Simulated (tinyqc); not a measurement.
Worked calculation: CIS and TDHF on RHF in the 6-31g basis, for H3+, spin multiplicity 1. One step of it, computed by the program tinyqc.

Task: Integrals over molecular orbitals. (pq|rs) = sum C_ip C_jq C_kr C_ls (ij|kl), one index at a time.

coefficients C:
```
            MO1        MO2        MO3        MO4        MO5        MO6
1H 1s  0.349750  -0.000520   0.258996  -0.572161   0.001708  -1.244844
1H 2s  0.097668  -0.002400   1.844962   0.666010  -0.002515   1.700412
2H 1s  0.323596  -0.254050  -0.116582  -0.532565   1.021707   0.687716
2H 2s  0.097835  -1.316010  -0.966553   0.444191  -1.419800  -0.898253
3H 1s  0.323500   0.254460  -0.115865  -0.532404  -1.024069   0.684043
3H 2s  0.097837   1.318782  -0.961229   0.443485   1.422796  -0.893319
```

core Hamiltonian H = T + V (hartree):
```
           1H 1s      1H 2s      2H 1s      2H 2s      3H 1s      3H 2s
1H 1s  -1.628253  -1.342101  -1.088799  -1.102469  -1.088140  -1.102228
1H 2s  -1.342101  -1.444584  -1.082075  -1.297803  -1.081755  -1.297631
2H 1s  -1.088799  -1.082075  -1.557341  -1.304734  -0.923479  -1.018245
2H 2s  -1.102469  -1.297803  -1.304734  -1.420175  -1.018167  -1.250715
3H 1s  -1.088140  -1.081755  -0.923479  -1.018167  -1.557048  -1.304586
3H 2s  -1.102228  -1.297631  -1.018245  -1.250715  -1.304586  -1.420084
```

Two-electron integrals (ij|kl) in chemists' order, unique and non-zero (hartree):
```
(11|11) 1.076566   (21|11) 0.578470   (21|21) 0.329423   (22|11) 0.587396
(22|21) 0.361304   (22|22) 0.453150   (31|11) 0.388455   (31|21) 0.221359
(31|22) 0.241926   (31|31) 0.183630   (32|11) 0.337440   (32|21) 0.204863
(32|22) 0.247611   (32|31) 0.177029   (32|32) 0.190283   (33|11) 0.649067
(33|21) 0.401213   (33|22) 0.493661   (33|31) 0.388455   (33|32) 0.433923
(33|33) 1.076566   (41|11) 0.433923   (41|21) 0.248003   (41|22) 0.273563
(41|31) 0.177029   (41|32) 0.167206   (41|33) 0.337440   (41|41) 0.190283
(42|11) 0.474818   (42|21) 0.293729   (42|22) 0.373146   (42|31) 0.213997
(42|32) 0.228918   (42|33) 0.474818   (42|41) 0.228918   (42|42) 0.324631
(43|11) 0.401213   (43|21) 0.247991   (43|22) 0.309937   (43|31) 0.221359
(43|32) 0.248003   (43|33) 0.578470   (43|41) 0.204863   (43|42) 0.293729
(43|43) 0.329423   (44|11) 0.493661   (44|21) 0.309937   (44|22) 0.407435
(44|31) 0.241926   (44|32) 0.273563   (44|33) 0.587396   (44|41) 0.247611
(44|42) 0.373146   (44|43) 0.361304   (44|44) 0.453150   (51|11) 0.388124
(51|21) 0.221178   (51|22) 0.241741   (51|31) 0.157557   (51|32) 0.146815
(51|33) 0.290743   (51|41) 0.170016   (51|42) 0.202157   (51|43) 0.178347
(51|44) 0.217217   (51|51) 0.183355   (52|11) 0.337284   (52|21) 0.204777
(52|22) 0.247525   (52|31) 0.146866   (52|32) 0.148814   (52|33) 0.299037
(52|41) 0.158928   (52|42) 0.211114   (52|43) 0.185515   (52|44) 0.233621
(52|51) 0.176846   (52|52) 0.190185   (53|11) 0.255864   (53|21) 0.154508
(53|22) 0.183216   (53|31) 0.131941   (53|32) 0.137543   (53|33) 0.306413
(53|41) 0.125727   (53|42) 0.166990   (53|43) 0.176185   (53|44) 0.195195
(53|51) 0.131857   (53|52) 0.137514   (53|53) 0.121011   (54|11) 0.300160
(54|21) 0.183759   (54|22) 0.225547   (54|31) 0.138280   (54|32) 0.144010
(54|33) 0.296815   (54|41) 0.144907   (54|42) 0.197624   (54|43) 0.182089
(54|44) 0.224429   (54|51) 0.160231   (54|52) 0.175232   (54|53) 0.132604
(54|54) 0.164543   (55|11) 0.648845   (55|21) 0.401102   (55|22) 0.493587
(55|31) 0.290879   (55|32) 0.299088   (55|33) 0.593034   (55|41) 0.314302
(55|42) 0.425840   (55|43) 0.372556   (55|44) 0.473478   (55|51) 0.388124
(55|52) 0.433806   (55|53) 0.306413   (55|54) 0.402106   (55|55) 1.076566
(61|11) 0.433806   (61|21) 0.247937   (61|22) 0.273492   (61|31) 0.170110
(61|32) 0.158954   (61|33) 0.314308   (61|41) 0.187973   (61|42) 0.224729
(61|43) 0.193313   (61|44) 0.239341   (61|51) 0.176846   (61|52) 0.167102
(61|53) 0.125700   (61|54) 0.150589   (61|55) 0.337284   (61|61) 0.190185
(62|11) 0.474724   (62|21) 0.293672   (62|22) 0.373078   (62|31) 0.202273
(62|32) 0.211147   (62|33) 0.425822   (62|41) 0.224744   (62|42) 0.313520
(62|43) 0.266784   (62|44) 0.348969   (62|51) 0.213808   (62|52) 0.228821
(62|53) 0.166971   (62|54) 0.210380   (62|55) 0.474724   (62|61) 0.228821
(62|62) 0.324529   (63|11) 0.300216   (63|21) 0.183787   (63|22) 0.225566
(63|31) 0.160353   (63|32) 0.175275   (63|33) 0.402106   (63|41) 0.150643
(63|42) 0.210415   (63|43) 0.230036   (63|44) 0.254127   (63|51) 0.138202
(63|52) 0.143982   (63|53) 0.132604   (63|54) 0.140383   (63|55) 0.296815
(63|61) 0.144894   (63|62) 0.197609   (63|63) 0.164543   (64|11) 0.421117
(64|21) 0.262856   (64|22) 0.340857   (64|31) 0.195771   (64|32) 0.214429
(64|33) 0.448912   (64|41) 0.206711   (64|42) 0.302165   (64|43) 0.278104
(64|44) 0.354455   (64|51) 0.195636   (64|52) 0.214379   (64|53) 0.167033
(64|54) 0.202867   (64|55) 0.448912   (64|61) 0.206662   (64|62) 0.302125
(64|63) 0.202867   (64|64) 0.297163   (65|11) 0.401102   (65|21) 0.247934
(65|22) 0.309896   (65|31) 0.178440   (65|32) 0.185549   (65|33) 0.372556
(65|41) 0.193318   (65|42) 0.266798   (65|43) 0.233096   (65|44) 0.298595
(65|51) 0.221178   (65|52) 0.247937   (65|53) 0.176185   (65|54) 0.230036
(65|55) 0.578470   (65|61) 0.204777   (65|62) 0.293672   (65|63) 0.182089
(65|64) 0.278104   (65|65) 0.329423   (66|11) 0.493587   (66|21) 0.309896
(66|22) 0.407396   (66|31) 0.217350   (66|32) 0.233670   (66|33) 0.473478
(66|41) 0.239371   (66|42) 0.348998   (66|43) 0.298595   (66|44) 0.396735
(66|51) 0.241741   (66|52) 0.273492   (66|53) 0.195195   (66|54) 0.254127
(66|55) 0.587396   (66|61) 0.247525   (66|62) 0.373078   (66|63) 0.224429
(66|64) 0.354455   (66|65) 0.361304   (66|66) 0.453150
```

Give: one-electron integrals over orbitals h = C^T H C; Two-electron integrals over orbitals.

Result:

one-electron integrals over orbitals h = C^T H C (hartree):
```
         1        2        3        4        5        6
1  -1.9992   0.0001  -0.0136   0.1462   0.0000   0.0096
2   0.0001  -1.0538   0.0000   0.0000   0.2602   0.0000
3  -0.0136   0.0000  -0.9889   0.0051   0.0000   0.2526
4   0.1462   0.0000   0.0051  -0.6204   0.0001  -0.0119
5   0.0000   0.2602   0.0000   0.0001  -0.3448   0.0000
6   0.0096   0.0000   0.2526  -0.0119   0.0000  -0.2700
```

Two-electron integrals over orbitals (pq|rs), unique and non-zero (hartree):
```
(11|11) 0.7215      (21|11) -7.12e-05   (21|21) 0.0848      (22|11) 0.4766
(22|21) 1.67e-04    (22|22) 0.4235      (31|11) 0.0136      (31|21) 8.91e-07
(31|22) -0.0260     (31|31) 0.0716      (32|11) 3.16e-06    (32|21) -0.0329
(32|22) -2.92e-05   (32|31) -1.27e-04   (32|32) 0.0325      (33|11) 0.4585
(33|21) -1.58e-04   (33|22) 0.3581      (33|31) 0.0253      (33|32) 2.84e-05
(33|33) 0.4010      (41|11) -0.1462     (41|21) 2.57e-05    (41|22) -0.0493
(41|31) -0.0045     (41|32) -1.96e-07   (41|33) -0.0412     (41|41) 0.0684
(42|11) 2.99e-05    (42|21) 0.0171      (42|22) 7.30e-05    (42|31) 1.77e-06
(42|32) -0.0123     (42|33) -4.81e-05   (42|41) -2.33e-05   (42|42) 0.0370
(43|11) -0.0048     (43|21) 1.96e-06    (43|22) -0.0145     (43|31) 0.0242
(43|32) -5.95e-05   (43|33) 0.0094      (43|41) 0.0044      (43|42) 1.09e-06
(43|43) 0.0438      (44|11) 0.4727      (44|21) -5.75e-05   (44|22) 0.3695
(44|31) 0.0109      (44|32) 4.41e-06    (44|33) 0.3672      (44|41) -0.0561
(44|42) -9.63e-06   (44|43) 0.0035      (44|44) 0.3757      (51|11) 4.04e-05
(51|21) -0.0822     (51|22) -1.68e-04   (51|31) -2.91e-06   (51|32) 0.0299
(51|33) 1.31e-04    (51|41) -2.28e-05   (51|42) 0.0133      (51|43) -4.99e-07
(51|44) 3.25e-05    (51|51) 0.1102      (52|11) -0.1712     (52|21) -1.28e-04
(52|22) -0.0859     (52|31) 0.0217      (52|32) 4.87e-06    (52|33) -0.0620
(52|41) 0.0614      (52|42) 2.28e-05    (52|43) -0.0017     (52|44) -0.0715
(52|51) 2.04e-04    (52|52) 0.0952      (53|11) -4.43e-06   (53|21) 0.0230
(53|22) 1.26e-06    (53|31) 1.02e-04    (53|32) -0.0050     (53|33) -2.64e-06
(53|41) 2.50e-06    (53|42) -0.0062     (53|43) -1.56e-05   (53|44) -9.27e-07
(53|51) -0.0332     (53|52) -9.97e-06   (53|53) 0.0168      (54|11) -4.06e-05
(54|21) 0.0661      (54|22) 1.37e-04    (54|31) 2.91e-06    (54|32) -0.0257
(54|33) -1.16e-04   (54|41) 1.74e-05    (54|42) 0.0141      (54|43) 2.39e-06
(54|44) -4.35e-05   (54|51) -0.0693     (54|52) -1.13e-04   (54|53) 0.0186
(54|54) 0.0639      (55|11) 0.6094      (55|21) 3.18e-04    (55|22) 0.4663
(55|31) -0.0462     (55|32) -3.98e-05   (55|33) 0.3899      (55|41) -0.1160
(55|42) 1.49e-05    (55|43) -0.0059     (55|44) 0.4198      (55|51) -4.39e-04
(55|52) -0.1700     (55|53) 2.13e-05    (55|54) 3.04e-04    (55|55) 0.6175
(61|11) -0.0096     (61|21) -1.68e-06   (61|22) 0.0338      (61|31) -0.0776
(61|32) 1.49e-04    (61|33) -0.0271     (61|41) 0.0048      (61|42) -7.50e-07
(61|43) 0.0060      (61|44) -0.0071     (61|51) 3.88e-06    (61|52) -0.0404
(61|53) -1.65e-04   (61|54) -3.31e-06   (61|55) 0.0797      (61|61) 0.1204
(62|11) -1.82e-06   (62|21) 0.0349      (62|22) 1.08e-05    (62|31) 1.47e-04
(62|32) -0.0114     (62|33) -8.36e-06   (62|41) 1.55e-06    (62|42) -0.0051
(62|43) -8.82e-06   (62|44) -7.45e-07   (62|51) -0.0463     (62|52) -1.55e-05
(62|53) 0.0193      (62|54) 0.0285      (62|55) 4.04e-05    (62|61) -2.26e-04
(62|62) 0.0262      (63|11) -0.1651     (63|21) 1.55e-04    (63|22) -0.0654
(63|31) -0.0281     (63|32) -6.14e-06   (63|33) -0.0707     (63|41) 0.0582
(63|42) -3.25e-05   (63|43) 0.0032      (63|44) -0.0705     (63|51) -1.86e-04
(63|52) 0.0533      (63|53) 1.07e-05    (63|54) 1.18e-04    (63|55) -0.1083
(63|61) 0.0385      (63|62) 1.29e-05    (63|63) 0.0834      (64|11) 0.0083
(64|21) 1.69e-06    (64|22) -0.0233     (64|31) 0.0578      (64|32) -1.07e-04
(64|33) 0.0197      (64|41) -0.0034     (64|42) 1.54e-06    (64|43) 0.0173
(64|44) 0.0084      (64|51) -3.04e-06   (64|52) 0.0226      (64|53) 9.52e-05
(64|54) 3.56e-06    (64|55) -0.0515     (64|61) -0.0731     (64|62) 1.37e-04
(64|63) -0.0241     (64|64) 0.0614      (65|11) 6.79e-06    (65|21) -0.0693
(65|22) -4.51e-05   (65|31) -2.54e-04   (65|32) 0.0361      (65|33) 3.82e-05
(65|41) -3.58e-06   (65|42) 0.0026      (65|43) -4.83e-06   (65|44) 7.51e-06
(65|51) 0.0882      (65|52) 3.49e-05    (65|53) -0.0264     (65|54) -0.0622
(65|55) -1.14e-04   (65|61) 3.93e-04    (65|62) -0.0389     (65|63) -3.03e-05
(65|64) -2.60e-04   (65|65) 0.0828      (66|11) 0.6473      (66|21) -3.70e-04
(66|22) 0.4185      (66|31) 0.0580      (66|32) 4.06e-05    (66|33) 0.4532
(66|41) -0.1299     (66|42) 4.22e-05    (66|43) -0.0044     (66|44) 0.4416
(66|51) 4.31e-04    (66|52) -0.1285     (66|53) -2.71e-05   (66|54) -3.10e-04
(66|55) 0.5182      (66|61) -0.0807     (66|62) -3.95e-05   (66|63) -0.1709
(66|64) 0.0542      (66|65) 1.09e-04    (66|66) 0.6644
```
